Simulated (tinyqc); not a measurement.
Inside a calculation. Model: undoped gate-all-around wire MOSFET, analytic charge model.

Computed by the program tinyqc: `OMP_NUM_THREADS=1 python tinyqc.py 2460044 2460045 out.jsonl`, one thread of a shared Intel Xeon 2.30GHz, about 0.02 s for the whole run. Printed values are rounded.

An undoped round wire of radius R under an insulator shell and a surrounding gate; long channel, electrons only, n = ni exp((psi - V)/Vt) with V the quasi-Fermi potential (0 at the source, Vd at the drain), constant mobility, no quantisation. The radial Poisson equation gives n(r) = n(0)/(1 - (1 - b) r^2/R^2)^2 with b = Q0/(Q + Q0). Q is the electron charge per area of the wire surface.

Values chosen for this exercise; material values close to those of silicon: temperature T = 273 K; band gap Eg = 1.11 eV; relative permittivity of the semiconductor eps_r = 11.5; conduction-band density of states at T Nc = 2.47e19 cm^-3; valence-band density of states at T Nv = 2.32e19 cm^-3; relative permittivity of the gate insulator eox = 22.4; insulator thickness tox = 13 nm; wire radius R = 4 nm; gate work function less that of the intrinsic body dphi = 0.05 V; channel mobility mu = 590 cm^2/(V s); gate length L = 0.5 um; gate voltage Vg = 0.93 V; drain voltage Vd = 0.8 V.

Constants: q = 1.602176634e-19 C, kB = 1.380649e-23 J/K, Vt = kB T/q, eps0 = 8.8541878128e-14 F/cm where lengths are in cm. Results are converted to the units shown.

Range of the model: In a wire this thin, quantum confinement raises the threshold; it is left out. The surface density at the source passes 0.3 Nc, where Boltzmann statistics fail. mu V/L, with V the smaller of Vd and Vg - V0, passes 3e6 cm/s, so velocity saturation, left out here, would lower the current.

## Constants of the wire

ni = sqrt(Nc Nv) exp(-Eg/(2 Vt)), Eg in volts; Cox = eps0 eox/(R ln(1 + tox/R)); Q0 = 4 eps0 eps_r Vt/R; V0 = dphi + Vt ln[8 eps0 eps_r Vt/(q ni R^2)].

ni = 1.35953e9 cm^-3
Cox = 3.42683 uF/cm^2
Q0 = 239.542 nC/cm^2
V0 = 0.577620 V

## Iteration 1: charge at the source by Newton steps

Q at the start = 24 nC/cm^2

With V = 0: f = Q/Cox + Vt ln(Q/Q0) + Vt ln(1 + Q/Q0) - (Vg - V0); f' = 1/Cox + Vt/Q + Vt/(Q + Q0); Q(new) = Q - f/f'.

f = -0.397254 V
f' = 0.00136130 V cm^2/nC
Q after iteration 1 = 315.819 nC/cm^2

## Iteration 2: charge at the source by Newton steps

As before.

f = -0.233934 V
f' = 4.08665e-4 V cm^2/nC
Q after iteration 2 = 888.252 nC/cm^2

## Course of the iteration: charge at the source by Newton steps

Stop when Q changes by less than 1e-8 nC/cm^2, or after 40 iterations.

Course of the iteration:
```
iteration,Q (nC/cm^2),|change| (nC/cm^2)
1,315.819,292
2,888.252,572
3,964.607,76.4
4,965.006,0.399
5,965.006,9.82e-6
6,965.006,< 1e-10
```

Converged in 6 iterations. At the end the number of correct digits about doubles with each step.

## Drain current and line charge

Qs = 965.006 nC/cm^2
Qd = 1.30613e-6 nC/cm^2

Q solves Vg - V0 - V = Q/Cox + Vt ln(Q/Q0) + Vt ln(1 + Q/Q0). I = mu (2 pi R/L)[2 Vt (Qs - Qd) + (Qs^2 - Qd^2)/(2 Cox) + Vt Q0 ln((Qd + Q0)/(Qs + Q0))], with Qs at V = 0 and Qd at V = Vd. Electrons per length at the source: 2 pi R Qs/q; surface over centre density: (1 + Qs/Q0)^2.

first term = 1.34653 uA
second term = 4.02957 uA
third term = -0.269927 uA
I = 5.10618 uA
electrons per length = 1.51377 1/nm
surface over centre density = 25.2862

The square-law term makes up 78.9 % of the current.
